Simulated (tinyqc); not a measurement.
A short-path metal as competitor: size effects in the resistivity of thin metal films and interconnect lines. Computed by tinyqc, a small Python program. Command: `OMP_NUM_THREADS=1 python tinyqc.py 3010435 3010436 out.jsonl size walk`. One thread of a shared host (Intel(R) Xeon(R) Processor @ 2.30GHz), about 0.01 s of CPU time with the checks.

Electrons lose their drift at surfaces (a share 1 - p of the hits) and at grain boundaries (reflection R), besides bulk scattering. The line sits in a trench with a non-conducting liner on both walls and the bottom; the spacing equals the drawn width.

Inputs (values chosen for the exercise, modelled on ruthenium):
```
quantity                                   value         unit
bulk resistivity rho_b                      7.67  microohm cm
bulk mean free path lambda                  6.57           nm
specularity p                                  0            -
grain-boundary reflection R                 0.16            -
grain size over metal width                  2.6            -
aspect ratio (height over width)             2.4            -
liner thickness t                              1           nm
competitor: rho_b relative to this metal     4.2            -
competitor: lambda relative to this metal   0.19            -
competitor: liner relative to t             0.41            -
```

Geometry: line.

Method:
- Fuchs-Sondheimer film: rho_b/rho = 1 - (3/(2 kappa))(1 - p) int_0^1 (s - s^3)(1 - exp(-kappa/s))/(1 - p exp(-kappa/s)) ds, f = rho/rho_b, kappa = thickness/lambda, 80 Gauss-Legendre points.
- Line: the excess of a film of thickness w_m and of a film of thickness h_m are added, rho/rho_b = 1 + (f(w_m) - 1) + (f(h_m) - 1), an estimate that holds best when both sides exceed lambda.
- Mayadas-Shatzkes: alpha = (lambda/D) R/(1 - R); rho_b/rho = 1 - 3 alpha/2 + 3 alpha^2 - 3 alpha^3 ln(1 + 1/alpha).
- w_m = w - 2t, h_m = (aspect ratio) w - t, D = (ratio) w_m; rho = rho_b [1 + surface excess + grain excess].
- Effective resistivity rho (aspect ratio) w^2/(w_m h_m) for the metal with its liner, for the same metal without liner, and for a competitor with its own rho_b, lambda and liner, and for that competitor with the liner t; p, R, aspect and grain ratios are the same.

Effective resistivity (microohm cm):
```
w (nm)  this metal  without liner  competitor  competitor, liner t
200          7.930          7.833      32.504               32.739
100          8.202          7.999      32.799               33.278
50           8.784          8.339      33.400               34.402
30           9.649          8.810      34.228               36.000
20          10.890          9.426      35.307               38.177
14          12.772         10.247      36.772               41.314
10          15.851         11.366      38.874               46.219
7           22.039         13.058      42.388               55.664
5           34.826         15.292      47.873               74.394
```

What follows from these numbers?

The competitor does not win at any width listed. In narrow lines rho scales as rho_b lambda/w, and the product rho_b lambda of the competitor is 0.80 times this metal's. At the narrowest width the liner costs this metal a factor 2.28. With the same liner the competitor wins nowhere in the table; at the narrowest width the thinner liner lowers it from 74.4 to 47.9. Rows with w - 2t below lambda stretch the additive estimate. Metal widths below about 5 nm are outside this semiclassical model.

Extremes, crossings and ranges named in words are read from the listed rows.
